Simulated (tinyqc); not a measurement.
Comparisons within one model: Stoner model of a band ferromagnet. A value that a table varies takes the place of the one given here.

Density of states per atom and spin: triangular, D(e) = (4 M/W^2) (W/2 - |e|). Levels e -/+ I m/2 for up and down spin, m = n_up - n_down, n_up + n_down = nd. At zero temperature e(N) is the energy below which N states lie, and E(m) = sum over spins of integral e D de - I m^2/4.

Values chosen for the exercise: W = 4 eV (band width, e from -W/2 to W/2); M = 5 (states per atom and spin); nd = 9.33 (electrons per atom); I = 1 eV (Stoner parameter).

## Moment against the Stoner parameter

Lowest state for each I.

Results:
```
I (eV)  I D(EF)  m (muB)  E - E(0) (meV)
0.66      0.604    0.000             0.0
0.88      0.805    0.000             0.0
0.99      0.906    0.000             0.0
1.10      1.007    0.153             0.0
1.21      1.107    0.520            -4.5
1.37      1.254    0.645           -18.7
1.64      1.501    0.670           -48.6
1.97      1.803    0.670           -85.6
```

What does this show?

A moment first appears at I = 1.10 eV of those listed, where I D(EF) = 1.007. It is saturated at 0.670 from I = 1.64 eV on.

## Moment against band filling

Rigid band, I fixed: a Slater-Pauling curve.

Results:
```
nd   I D(EF)  m (muB)  m_max
3.0    1.936    3.000    3.0
4.0    2.236    4.000    4.0
5.0    2.500    5.000    5.0
6.0    2.236    4.000    4.0
6.5    2.092    3.500    3.5
7.0    1.936    3.000    3.0
7.5    1.768    2.500    2.5
8.0    1.581    2.000    2.0
8.5    1.369    1.497    1.5
9.0    1.118    0.800    1.0
9.5    0.791    0.000    0.5
```

What can be read from the table?

Magnetic fillings among those listed: 3.0, 4.0, 5.0, 6.0, 6.5, 7.0, 7.5, 8.0, 8.5 and 9.0; the largest moment is 5.00 at nd = 5. At 3.0, 4.0, 5.0, 6.0, 6.5, 7.0, 7.5 and 8.0 the moment is saturated and follows m_max, changing by one per electron.

## What moves the moment

Lowest state for each case. Each row changes one parameter from the base and keeps the others.

Results:
```
case         I D(EF)  m (muB)  E - E(0) (meV)
base           0.915    0.000             0.0
W = 3.68 eV    0.995    0.000             0.0
I = 1.08 eV    0.988    0.000             0.0
nd = 9.03      1.101    0.738            -7.0
```

What can be read from the table?

The largest shifts from the base row, up to three for each result and ties (the steps differ in size, so this ranks the rows, not the parameters). I D(EF): nd +0.186, W +0.080, I +0.073. m (muB): nd +0.738; unchanged at the printed digits by W and I. E - E(0) (meV): nd -7.0; unchanged at the printed digits by W and I.

(tinyqc, `OMP_NUM_THREADS=1 python tinyqc.py 1650535 1650536 out.jsonl`, Intel(R) Xeon(R) Processor @ 2.30GHz, 1 thread, shared host, about 0.2 s.)
